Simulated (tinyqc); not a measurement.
Worked calculation: FCI on RHF in the 6-311g basis, for H2, spin multiplicity 1. Computed by tinyqc, a small Python program that keeps every step (integrals from PySCF). Settings: charge = 0, multiplicity = 1, basis = 6-311g, method = RHF, energy threshold = 1e-10, iteration cap = 59, orthogonalisation = symmetric, start = Wolfsberg-Helmholz matrix, DIIS depth = 6, ci = FCI, davidson = 1. Command: `OMP_NUM_THREADS=1 python tinyqc.py 28898 28899 out.jsonl` (the two numbers bound the seeds that draw the settings). One thread of a shared host (Intel(R) Xeon(R) Processor @ 2.60GHz), about 0.07 s of CPU time with the checks. The early iterations of the SCF are left out here.

## One-electron integrals

Geometry (angstrom):
```
atom,x,y,z
H,0.000000,0.000000,0.000000
H,0.000000,0.000000,0.756000
```

Basis 6-311g: exponents (1/bohr^2) and contraction coefficients of normalised primitives:
```
element,l (shell),exponent,coefficient
H,s (1),33.865000,0.025494
H,s (1),5.094790,0.190373
H,s (1),1.158790,0.852161
H,s (2),0.325840,1.000000
H,s (3),0.102741,1.000000
```

Overlap, kinetic and nuclear-attraction integrals over the contracted functions; the nuclear repulsion is the sum of Za Zb / Rab.

nuclear repulsion = 0.69996986 hartree

overlap S, lower triangle:
```
,1H 1s,1H 2s,1H 3s,2H 1s,2H 2s,2H 3s
1H 1s,1.000000
1H 2s,0.706377,1.000000
1H 3s,0.373664,0.788963,1.000000
2H 1s,0.256081,0.416440,0.307889,1.000000
2H 2s,0.416440,0.717115,0.672697,0.706377,1.000000
2H 3s,0.307889,0.672697,0.900462,0.373664,0.788963,1.000000
```

kinetic energy T (hartree), lower triangle:
```
,1H 1s,1H 2s,1H 3s,2H 1s,2H 2s,2H 3s
1H 1s,2.304348
1H 2s,0.549119,0.488760
1H 3s,0.106346,0.184881,0.154112
2H 1s,0.050317,0.209066,0.076307,2.304348
2H 2s,0.209066,0.272799,0.140882,0.549119,0.488760
2H 3s,0.076307,0.140882,0.129072,0.106346,0.184881,0.154112
```

nuclear attraction V (hartree), lower triangle:
```
,1H 1s,1H 2s,1H 3s,2H 1s,2H 2s,2H 3s
1H 1s,-2.809999
1H 2s,-1.548957,-1.538852
1H 3s,-0.770936,-1.032374,-0.959653
2H 1s,-0.660617,-0.944084,-0.647239,-2.809999
2H 2s,-0.944084,-1.175011,-0.913210,-1.548957,-1.538852
2H 3s,-0.647239,-0.913210,-0.889959,-0.770936,-1.032374,-0.959653
```

core Hamiltonian H = T + V (hartree), lower triangle:
```
,1H 1s,1H 2s,1H 3s,2H 1s,2H 2s,2H 3s
1H 1s,-0.505651
1H 2s,-0.999838,-1.050092
1H 3s,-0.664590,-0.847493,-0.805542
2H 1s,-0.610300,-0.735017,-0.570932,-0.505651
2H 2s,-0.735017,-0.902212,-0.772328,-0.999838,-1.050092
2H 3s,-0.570932,-0.772328,-0.760888,-0.664590,-0.847493,-0.805542
```

## Two-electron integrals

Functions are numbered as in S; the eight-fold symmetry (ij|kl) = (ji|kl) = (kl|ij) leaves the list below.

Two-electron integrals (ij|kl) in chemists' order, unique and non-zero (hartree):
```
i,j,k,l,(ij|kl)
1,1,1,1,1.393035
2,1,1,1,0.822971
2,1,2,1,0.509703
2,2,1,1,0.822904
2,2,2,1,0.543028
2,2,2,2,0.644106
3,1,1,1,0.411256
3,1,2,1,0.257757
3,1,2,2,0.279868
3,1,3,1,0.130794
3,2,1,1,0.543681
3,2,2,1,0.365771
3,2,2,2,0.452669
3,2,3,1,0.189803
3,2,3,2,0.325140
3,3,1,1,0.494021
3,3,2,1,0.340115
3,3,2,2,0.445993
3,3,3,1,0.178035
3,3,3,2,0.331779
3,3,3,3,0.361682
4,1,1,1,0.273465
4,1,2,1,0.173288
4,1,2,2,0.190519
4,1,3,1,0.088160
4,1,3,2,0.129567
4,1,3,3,0.121833
4,1,4,1,0.081536
4,2,1,1,0.327039
4,2,2,1,0.219168
4,2,2,2,0.265574
4,2,3,1,0.113443
4,2,3,2,0.187685
4,2,3,3,0.185741
4,2,4,1,0.111743
4,2,4,2,0.175635
4,3,1,1,0.215349
4,3,2,1,0.146301
4,3,2,2,0.182792
4,3,3,1,0.076103
4,3,3,2,0.131160
4,3,3,3,0.132804
4,3,4,1,0.075249
4,3,4,2,0.123664
4,3,4,3,0.088710
4,4,1,1,0.686825
4,4,2,1,0.473156
4,4,2,2,0.601136
4,4,3,1,0.247071
4,4,3,2,0.432151
4,4,3,3,0.436483
4,4,4,1,0.273465
4,4,4,2,0.469530
4,4,4,3,0.337482
4,4,4,4,1.393035
5,1,1,1,0.469530
5,1,2,1,0.292867
5,1,2,2,0.315485
5,1,3,1,0.148400
5,1,3,2,0.213332
5,1,3,3,0.199346
5,1,4,1,0.111743
5,1,4,2,0.145733
5,1,4,3,0.097706
5,1,4,4,0.327039
5,1,5,1,0.175635
5,2,1,1,0.540653
5,2,2,1,0.360628
5,2,2,2,0.437528
5,2,3,1,0.186552
5,2,3,2,0.310889
5,2,3,3,0.311530
5,2,4,1,0.148479
5,2,4,2,0.222834
5,2,4,3,0.156739
5,2,4,4,0.540653
5,2,5,1,0.222834
5,2,5,2,0.331234
5,3,1,1,0.403599
5,3,2,1,0.274847
5,3,2,2,0.350065
5,3,3,1,0.143260
5,3,3,2,0.255534
5,3,3,3,0.268166
5,3,4,1,0.115368
5,3,4,2,0.183552
5,3,4,3,0.132523
5,3,4,4,0.456877
5,3,5,1,0.171315
5,3,5,2,0.273516
5,3,5,3,0.236372
5,4,1,1,0.473156
5,4,2,1,0.324029
5,4,2,2,0.410755
5,4,3,1,0.168994
5,4,3,2,0.296410
5,4,3,3,0.302276
5,4,4,1,0.173288
5,4,4,2,0.292867
5,4,4,3,0.211692
5,4,4,4,0.822971
5,4,5,1,0.219168
5,4,5,2,0.360628
5,4,5,3,0.307784
5,4,5,4,0.509703
5,5,1,1,0.601136
5,5,2,1,0.410755
5,5,2,2,0.525823
5,5,3,1,0.214319
5,5,3,2,0.384217
5,5,3,3,0.402801
5,5,4,1,0.190519
5,5,4,2,0.315485
5,5,4,3,0.230158
5,5,4,4,0.822904
5,5,5,1,0.265574
5,5,5,2,0.437528
5,5,5,3,0.382095
5,5,5,4,0.543028
5,5,5,5,0.644106
6,1,1,1,0.337482
6,1,2,1,0.211692
6,1,2,2,0.230158
6,1,3,1,0.107445
6,1,3,2,0.156168
6,1,3,3,0.146580
6,1,4,1,0.075249
6,1,4,2,0.097706
6,1,4,3,0.065622
6,1,4,4,0.215349
6,1,5,1,0.123664
6,1,5,2,0.156739
6,1,5,3,0.120651
6,1,5,4,0.146301
6,1,5,5,0.182792
6,1,6,1,0.088710
6,2,1,1,0.456877
6,2,2,1,0.307784
6,2,2,2,0.382095
6,2,3,1,0.159790
6,2,3,2,0.274920
6,2,3,3,0.281357
6,2,4,1,0.115368
6,2,4,2,0.171315
6,2,4,3,0.120651
6,2,4,4,0.403599
6,2,5,1,0.183552
6,2,5,2,0.273516
6,2,5,3,0.227357
6,2,5,4,0.274847
6,2,5,5,0.350065
6,2,6,1,0.132523
6,2,6,2,0.236372
6,3,1,1,0.430754
6,3,2,1,0.297030
6,3,2,2,0.391179
6,3,3,1,0.155579
6,3,3,2,0.291845
6,3,3,3,0.320078
6,3,4,1,0.113235
6,3,4,2,0.178500
6,3,4,3,0.129255
6,3,4,4,0.430754
6,3,5,1,0.178500
6,3,5,2,0.287993
6,3,5,3,0.253107
6,3,5,4,0.297030
6,3,5,5,0.391179
6,3,6,1,0.129255
6,3,6,2,0.253107
6,3,6,3,0.293264
6,4,1,1,0.247071
6,4,2,1,0.168994
6,4,2,2,0.214319
6,4,3,1,0.088123
6,4,3,2,0.154915
6,4,3,3,0.158596
6,4,4,1,0.088160
6,4,4,2,0.148400
6,4,4,3,0.107445
6,4,4,4,0.411256
6,4,5,1,0.113443
6,4,5,2,0.186552
6,4,5,3,0.159790
6,4,5,4,0.257757
6,4,5,5,0.279868
6,4,6,1,0.076103
6,4,6,2,0.143260
6,4,6,3,0.155579
6,4,6,4,0.130794
6,5,1,1,0.432151
6,5,2,1,0.296410
6,5,2,2,0.384217
6,5,3,1,0.154915
6,5,3,2,0.283361
6,5,3,3,0.302924
6,5,4,1,0.129567
6,5,4,2,0.213332
6,5,4,3,0.156168
6,5,4,4,0.543681
6,5,5,1,0.187685
6,5,5,2,0.310889
6,5,5,3,0.274920
6,5,5,4,0.365771
6,5,5,5,0.452669
6,5,6,1,0.131160
6,5,6,2,0.255534
6,5,6,3,0.291845
6,5,6,4,0.189803
6,5,6,5,0.325140
6,6,1,1,0.436483
6,6,2,1,0.302276
6,6,2,2,0.402801
6,6,3,1,0.158596
6,6,3,2,0.302924
6,6,3,3,0.337915
6,6,4,1,0.121833
6,6,4,2,0.199346
6,6,4,3,0.146580
6,6,4,4,0.494021
6,6,5,1,0.185741
6,6,5,2,0.311530
6,6,5,3,0.281357
6,6,5,4,0.340115
6,6,5,5,0.445993
6,6,6,1,0.132804
6,6,6,2,0.268166
6,6,6,3,0.320078
6,6,6,4,0.178035
6,6,6,5,0.331779
6,6,6,6,0.361682
```

## Orthogonalisation

S = U s U^T; symmetric (Loewdin) form X = U s^(-1/2) U^T, so that X^T S X = 1.

eigenvalues of S: 0.032787  0.139755  0.194529  0.844308  0.899025  3.889597

X, lower triangle:
```
,1H 1s,1H 2s,1H 3s,2H 1s,2H 2s,2H 3s
1H 1s,1.375536
1H 2s,-0.750591,2.389319
1H 3s,0.217301,-1.153467,2.792614
2H 1s,-0.013596,-0.002802,-0.036215,1.375536
2H 2s,-0.002802,-0.642568,0.398239,-0.750591,2.389319
2H 3s,-0.036215,0.398239,-1.630999,0.217301,-1.153467,2.792614
```

## Iteration 6 (converged): orbitals

converged F (hartree), lower triangle:
```
,1H 1s,1H 2s,1H 3s,2H 1s,2H 2s,2H 3s
1H 1s,0.584844
1H 2s,-0.446309,-0.368580
1H 3s,-0.468948,-0.387830,-0.257399
2H 1s,-0.514179,-0.514605,-0.443962,0.584844
2H 2s,-0.514605,-0.486541,-0.407375,-0.446309,-0.368580
2H 3s,-0.443962,-0.407375,-0.275293,-0.468948,-0.387830,-0.257399
```

Diagonalise F' = X^T F X, C = X C', fill 1 alpha and 1 beta electrons from the bottom; D = 2 C_occ C_occ^T. Each column has its largest component positive (the first on a tie).

F' = X^T F X (hartree), lower triangle:
```
,1,2,3,4,5,6
1,1.693923
2,-1.170082,0.952949
3,0.012550,-0.380473,0.198268
4,-0.327064,-0.176092,-0.143783,1.693923
5,-0.176092,-0.237459,-0.027752,-1.170082,0.952949
6,-0.143783,-0.027752,-0.128465,0.012550,-0.380473,0.198268
```

orbital energies (hartree): MO1 -0.591082, MO2 0.166351, MO3 0.307388, MO4 0.644295, MO5 2.435846, MO6 2.727483

coefficients C:
```
,MO1,MO2,MO3,MO4,MO5,MO6
1H 1s,0.189534,0.082133,-0.049006,-0.089882,-1.090556,-1.123276
1H 2s,0.296928,-0.029593,-0.719016,-1.704988,1.220412,1.780954
1H 3s,0.129111,2.212975,0.850430,2.172544,-0.486162,-1.184483
2H 1s,0.189534,-0.082133,-0.049006,0.089882,-1.090556,1.123276
2H 2s,0.296928,0.029593,-0.719016,1.704988,1.220412,-1.780954
2H 3s,0.129111,-2.212975,0.850430,-2.172544,-0.486162,1.184483
```

D after iteration 6, lower triangle:
```
,1H 1s,1H 2s,1H 3s,2H 1s,2H 2s,2H 3s
1H 1s,0.071846
1H 2s,0.112556,0.176333
1H 3s,0.048942,0.076673,0.033339
2H 1s,0.071846,0.112556,0.048942,0.071846
2H 2s,0.112556,0.176333,0.076673,0.112556,0.176333
2H 3s,0.048942,0.076673,0.033339,0.048942,0.076673,0.033339
```

## Convergence

Stop when the energy changes by less than 1e-10 hartree and every element of the error matrix X^T (F D S - S D F) X is below 3e-06.

Course of the cycle:
```
iteration,E (hartree),change,largest element of the error matrix
1,-0.80871872,-,4.39e-01
2,-1.12248423,-3.14e-01,5.68e-02
3,-1.12762156,-5.14e-03,1.90e-03
4,-1.12763357,-1.20e-05,2.60e-04
5,-1.12763383,-2.66e-07,2.79e-07
6,-1.12763383,-3.04e-13,1.18e-07
```

PySCF RHF in the same basis = -1.12763383 hartree

Converged in 6 iterations.

## Integrals over molecular orbitals

(pq|rs) = sum C_ip C_jq C_kr C_ls (ij|kl), one index at a time.

one-electron integrals over orbitals h = C^T H C (hartree), lower triangle:
```
,1,2,3,4,5,6
1,-1.236522
2,0.000000,-0.482039
3,0.133716,0.000000,-0.366407
4,0.000000,0.207626,0.000000,-0.255098
5,0.096831,0.000000,-0.172823,0.000000,1.249478
6,0.000000,0.021398,0.000000,-0.228613,0.000000,1.455584
```

Two-electron integrals over orbitals (pq|rs), unique and non-zero (hartree):
```
p,q,r,s,(pq|rs)
1,1,1,1,0.645440
2,1,2,1,0.046303
2,2,1,1,0.347347
2,2,2,2,0.297983
3,1,1,1,-0.133716
3,1,2,2,-0.024879
3,1,3,1,0.054680
3,2,2,1,0.022938
3,2,3,2,0.039696
3,3,1,1,0.364238
3,3,2,2,0.273668
3,3,3,1,-0.035623
3,3,3,3,0.281935
4,1,2,1,-0.062932
4,1,3,2,-0.008397
4,1,4,1,0.105213
4,2,1,1,-0.135279
4,2,2,2,-0.044425
4,2,3,1,0.038728
4,2,3,3,-0.045501
4,2,4,2,0.053276
4,3,2,1,0.029803
4,3,3,2,0.017686
4,3,4,1,-0.040876
4,3,4,3,0.025902
4,4,1,1,0.502303
4,4,2,2,0.326378
4,4,3,1,-0.081840
4,4,3,3,0.314333
4,4,4,2,-0.102560
4,4,4,4,0.436963
5,1,1,1,-0.096831
5,1,2,2,-0.009856
5,1,3,1,0.051645
5,1,3,3,-0.023766
5,1,4,2,0.024682
5,1,4,4,-0.056696
5,1,5,1,0.089882
5,2,2,1,0.000378
5,2,3,2,0.002383
5,2,4,1,0.004073
5,2,4,3,-0.006856
5,2,5,2,0.010436
5,3,1,1,0.112234
5,3,2,2,0.030597
5,3,3,1,-0.040158
5,3,3,3,0.035823
5,3,4,2,-0.033891
5,3,4,4,0.073452
5,3,5,1,-0.046066
5,3,5,3,0.037347
5,4,2,1,0.002707
5,4,3,2,-0.019718
5,4,4,1,-0.023236
5,4,4,3,0.007861
5,4,5,2,-0.015955
5,4,5,4,0.039873
5,5,1,1,0.638125
5,5,2,2,0.338334
5,5,3,1,-0.136121
5,5,3,3,0.360101
5,5,4,2,-0.131258
5,5,4,4,0.493655
5,5,5,1,-0.129250
5,5,5,3,0.124644
5,5,5,5,0.673124
6,1,2,1,-0.028694
6,1,3,2,0.013805
6,1,4,1,0.066989
6,1,4,3,-0.030269
6,1,5,2,0.023648
6,1,5,4,-0.055379
6,1,6,1,0.096892
6,2,1,1,-0.025046
6,2,2,2,0.011220
6,2,3,1,0.020459
6,2,3,3,-0.000394
6,2,4,2,0.002807
6,2,4,4,-0.008594
6,2,5,1,0.034103
6,2,5,3,-0.014110
6,2,5,5,-0.038644
6,2,6,2,0.020074
6,3,2,1,0.028835
6,3,3,2,0.000151
6,3,4,1,-0.051491
6,3,4,3,0.020158
6,3,5,2,-0.007077
6,3,5,4,0.024003
6,3,6,1,-0.049429
6,3,6,3,0.032919
6,4,1,1,0.147801
6,4,2,2,0.024053
6,4,3,1,-0.061520
6,4,3,3,0.042851
6,4,4,2,-0.042666
6,4,4,4,0.092049
6,4,5,1,-0.078664
6,4,5,3,0.051327
6,4,5,5,0.171593
6,4,6,2,-0.033698
6,4,6,4,0.089604
6,5,2,1,0.079490
6,5,3,2,0.009897
6,5,4,1,-0.135838
6,5,4,3,0.060714
6,5,5,2,-0.024634
6,5,5,4,0.065010
6,5,6,1,-0.136002
6,5,6,3,0.086662
6,5,6,5,0.246636
6,6,1,1,0.684396
6,6,2,2,0.356973
6,6,3,1,-0.157693
6,6,3,3,0.371319
6,6,4,2,-0.149483
6,6,4,4,0.536727
6,6,5,1,-0.171941
6,6,5,3,0.147066
6,6,5,5,0.734467
6,6,6,2,-0.051030
6,6,6,4,0.208516
6,6,6,6,0.829738
```

## FCI: determinants and Hamiltonian

Hartree-Fock energy = -1.12763383 hartree

Slater-Condon rules over spin orbitals, with the nuclear repulsion added and E(HF) subtracted on the diagonal. Only determinants linked to the reference directly or through others are kept (one block of an abelian symmetry group), so some states are absent.

Occupation strings over the orbitals (2 doubly, a alpha, b beta, 0 empty; spin orbitals ordered 1a 1b 2a 2b ...): 200000 a0b000 a000b0 b0a000 b000a0 020000 0a0b00 0a000b 002000 00a0b0 0b0a00 000200 000a0b 00b0a0 000020 0b000a 000b0a 000002

H - E(HF) between determinants (hartree), lower triangle:
```
,200000,a0b000,a000b0,b0a000,b000a0,020000,0a0b00,0a000b,002000,00a0b0,0b0a00,000200,000a0b,00b0a0,000020,0b000a,000b0a,000002
200000,0.000000
a0b000,0.000000,0.588912
a000b0,0.000000,-0.060589,2.478684
b0a000,0.000000,-0.054680,-0.051645,0.588912
b000a0,0.000000,-0.051645,-0.089882,-0.060589,2.478684
020000,0.046303,0.022938,0.000378,-0.022938,-0.000378,1.161508
0a0b00,-0.062932,0.029803,0.002707,0.008397,-0.004073,0.163201,1.416844
0a000b,-0.028694,0.028835,0.079490,-0.013805,-0.023648,0.032618,-0.204561,3.158121
002000,0.054680,0.098093,-0.040158,-0.098093,0.040158,0.039696,0.017686,0.000151,1.376725
00a0b0,0.051645,-0.040158,-0.002405,-0.073065,0.046066,0.002383,-0.019718,0.009897,-0.137000,3.070775
0b0a00,0.062932,0.008397,-0.004073,0.029803,0.002707,-0.163201,-0.053276,-0.002807,-0.017686,0.006856,1.416844
000200,0.105213,-0.040876,-0.023236,0.040876,0.023236,0.053276,0.105065,-0.042666,0.025902,0.007861,-0.105065,1.754371
000a0b,0.066989,-0.051491,-0.135838,0.030269,0.055379,0.002807,-0.042666,0.058143,0.020158,0.060714,-0.012804,-0.136564,3.564816
00b0a0,-0.051645,-0.073065,0.046066,-0.040158,-0.002405,-0.002383,0.006856,0.007077,0.137000,-0.037347,-0.019718,-0.007861,-0.024003,3.070775
000020,0.089882,-0.046066,-0.032419,0.046066,0.032419,0.010436,-0.015955,-0.024634,0.037347,-0.048179,0.015955,0.039873,0.065010,0.048179,4.999683
0b000a,0.028694,-0.013805,-0.023648,0.028835,0.079490,-0.032618,-0.002807,-0.020074,-0.000151,0.007077,-0.204561,0.042666,0.033698,0.009897,0.024634,3.158121
000b0a,-0.066989,0.030269,0.055379,-0.051491,-0.135838,-0.002807,-0.012804,0.033698,-0.020158,-0.024003,-0.042666,0.136564,-0.089604,0.060714,-0.065010,0.058143,3.564816
000002,0.096892,-0.049429,-0.136002,0.049429,0.136002,0.020074,-0.033698,-0.029632,0.032919,0.086662,0.033698,0.089604,-0.020098,-0.086662,0.246636,0.029632,0.020098,5.568509
```

## FCI: roots

Diagonalise (each vector has its largest component positive (the first on a tie)); all determinants have Ms = 0, so triplets appear too. The lowest singlet root is the correlation energy.

lowest roots of this matrix, relative to E(HF) (hartree): -0.025810  0.520459  0.605621  1.032717  1.340485  1.374190  1.504312  1.824464

lowest vectors:
```
,root 1,root 2,root 3,root 4
200000,0.992117,0.000000,0.000874,0.076649
a0b000,-0.002674,0.704346,0.691897,0.004573
a000b0,-0.004491,0.042039,0.003691,0.000320
b0a000,0.002674,0.704346,-0.691897,-0.004573
b000a0,0.004491,0.042039,-0.003691,-0.000320
020000,-0.048952,0.000000,-0.040750,0.868374
0a0b00,0.052548,-0.032970,-0.014716,-0.336985
0a000b,0.011931,-0.007944,-0.011119,-0.043678
002000,-0.039288,0.000000,-0.184736,-0.090028
00a0b0,-0.016794,0.030810,-0.020468,-0.012821
0b0a00,-0.052548,-0.032970,0.014716,0.336985
000200,-0.064258,0.000000,0.061430,0.021844
000a0b,-0.019552,0.005449,0.023097,-0.003834
00b0a0,0.016794,0.030810,0.020468,0.012821
000020,-0.015617,0.000000,0.013495,-0.006103
0b000a,-0.011931,-0.007944,0.011119,0.043678
000b0a,0.019552,0.005449,-0.023097,0.003834
000002,-0.014185,0.000000,0.014147,-0.009930
```

<S^2> of these roots: 0.000000  2.000000  0.000000  0.000000  2.000000  0.000000  0.000000  0.000000

weight of the ground state by excitation level 0, 1, 2, ...: 0.984295  0.000055  0.015650

## The lowest root by the Davidson method

Start from the reference; add the residual divided by (theta - H_ii), orthogonalised, at each step.

Davidson iterations:
```
iteration,subspace,lowest Ritz value (hartree),residual norm
1,1,0,2.40e-01
2,2,-0.02536832,3.78e-02
3,3,-0.02580494,3.37e-03
4,4,-0.02581002,3.62e-04
5,5,-0.02581009,3.86e-05
6,6,-0.02581009,5.17e-06
7,7,-0.02581009,3.30e-07
8,8,-0.02581009,4.91e-08
```
